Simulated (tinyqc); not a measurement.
Precursor delivery and alloy composition in metal-organic vapour-phase epitaxy: one step, computed by the program tinyqc. Command: `OMP_NUM_THREADS=1 python tinyqc.py 3012714 3012715 out.jsonl movpe walk`. One thread of a shared host (Intel(R) Xeon(R) Processor @ 2.30GHz), about 0.01 s of CPU time with the checks.

Carrier gas leaves each bubbler saturated. Group-III species cross a boundary layer and react at the surface; element 2 can also desorb. The film is (1)_(1-x) (2)_x V with a zinc-blende cell.

Problem. Composition and growth rate. Loss of element 2 is r x with r = prefactor x exp(-energy/(k_B T)). Then x = (g2 - r x)/(g1 + g2 - r x), or r x^2 - (g1 + g2 + r) x + g2 = 0, smaller root; growth rate G = g1/(1 - x) layers/s; one layer is a/2 thick, 1 angstrom/s = 0.36 um/h. Temperatures in kelvin are T(C) + 273.15. Distribution coefficient = [x/(1 - x)]/[x_g/(1 - x_g)], x_g = g2/(g1 + g2).

Inputs (values chosen for the exercise, close to those used for InGaAs from TMGa and TMIn):
```
quantity                              value      unit
source 1: bath temperature               -3         C
source 2: bath temperature               15         C
prefactor of the loss of element 2  2.7e+16  layers/s
energy of the loss                     3.19        eV
lattice constant a                     5.75  angstrom
growth temperature T                    590         C
```

arrival rates (layers/s): g1 2.490987, g2 0.3900671

Constants: k_B = 8.617333262e-05 eV/K.

Give: loss rate r; solid share x; growth rate G; distribution coefficient.

Solution.

loss rate r = 0.0063904 layers/s

solid share x = 0.13513

growth rate G = 2.9810 um/h

distribution coefficient = 0.99779

Desorption is negligible, so the solid copies the gas. Caution: the lattice constant is held fixed as x changes, delta does not respond to the flow, both precursors share one D and k_s, and gas-phase side reactions are left out.
